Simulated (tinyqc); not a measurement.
Mobility of a non-polar semiconductor in the relaxation-time approximation: one step, computed by the program tinyqc.

Each valley is treated as a sphere of mass m_d for states and rates, with one isotropic relaxation time; the conductivity mass m_c sets the current.

Question. Masses. m_d = (m_l m_t^2)^(1/3); 1/m_c = (1/m_l + 2/m_t)/3; Hall mass factor A = 3 K_m (K_m + 2)/(2 K_m + 1)^2, K_m = m_l/m_t; N_I = n (1 + C)/(1 - C).

Inputs (values chosen for the exercise, for a model non-polar semiconductor):
```
quantity                 value    unit
longitudinal mass m_l     0.18     m_0
transverse mass m_t       0.08     m_0
carrier density n      1.4e+18  1/cm^3
compensation ratio C         0       -
```

Band: parabolic. Impurity formula: Conwell-Weisskopf. Further scattering: neutral impurities.

Give: density-of-states mass m_d; conductivity mass m_c; Hall mass factor A; ionised impurity density N_I.

Answer.

density-of-states mass m_d = 0.10483 m_0

conductivity mass m_c = 0.098182 m_0

Hall mass factor A = 0.94835

ionised impurity density N_I = 1.40e+18 1/cm^3
